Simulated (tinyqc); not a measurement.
Metal-interlayer-semiconductor contact, depinning against tunnelling resistance: one step of the calculation.

Zero bias, n-type semiconductor. Gap states at the semiconductor surface thin out as exp(-be ti), which unpins the barrier; electrons must then cross the interlayer (a rectangular barrier, no voltage drop across it) and the parabolic depleted layer, both by WKB. Energies E are counted from the Fermi level; no image force, parabolic bands.

Task. Pinning, barrier and scales. S = 1/(1 + (1/S0 - 1) exp(-be ti)); phiB = S (phiM - chi) + (1 - S)(Eg - E0); xi = Ec - EF deep inside, from Nd = Nc F(-xi/Vt), F(x) = (2/sqrt(pi)) int_0^infinity sqrt(u) du/(1 + exp(u - x)); band bending U = phiB - xi; E00 = (hbar/2) sqrt(Nd/(eps0 eps_r mt m0)) in volts; A = 4 pi q mA m0 kB^2/h^3.

Parameters, values chosen for the exercise; semiconductor values close to those of germanium; interlayer mass of the order of that in hafnium oxide, offset chosen freely:
```
symbol,value,unit,meaning
T,300,K,temperature
Eg,0.641,eV,band gap
eps_r,16.5,,relative permittivity
chi,4.01,eV,electron affinity
Nc,1.04e19,cm^-3,conduction-band density of states at T
mt,0.119,m0,tunnelling mass in the semiconductor
mA,1.06,m0,Richardson mass
Nd,6.2e18,cm^-3,donor density
E0,0.09,eV,charge-neutrality level above the valence band
S0,0.049,,pinning factor without interlayer
phiM,4.12,eV,metal work function
ti,1.4,nm,interlayer thickness
be,2.9,1/nm,decay constant of gap states through the interlayer
```

Constants: q = 1.602176634e-19 C, kB = 1.380649e-23 J/K, eps0 = 8.8541878128e-12 F/m, hbar = 1.054571817e-34 J s, h = 6.62607015e-34 J s, m0 = 9.1093837015e-31 kg, Vt = kB T/q. Results are converted to the units shown.

Wanted: S; phiB; xi; U; E00; A.

Result.

S = 0.7492
phiB = 0.2206 eV
xi = 0.007968 eV
U = 0.2126 eV
E00 = 0.03299 eV
A = 127.4 A/(cm^2 K^2)

Range of the model: The depletion charge would drop about 0.062 V across such an interlayer (eps_r near 20) at ti = 1.4 nm and Nd = 6.2e18 cm^-3, against a band bending of 0.21 V; this model leaves that drop out.

Program tinyqc, `OMP_NUM_THREADS=1 python tinyqc.py 2270092 2270093 out.jsonl`; Intel Xeon 2.30GHz, shared host, one thread, about 0.03 s.
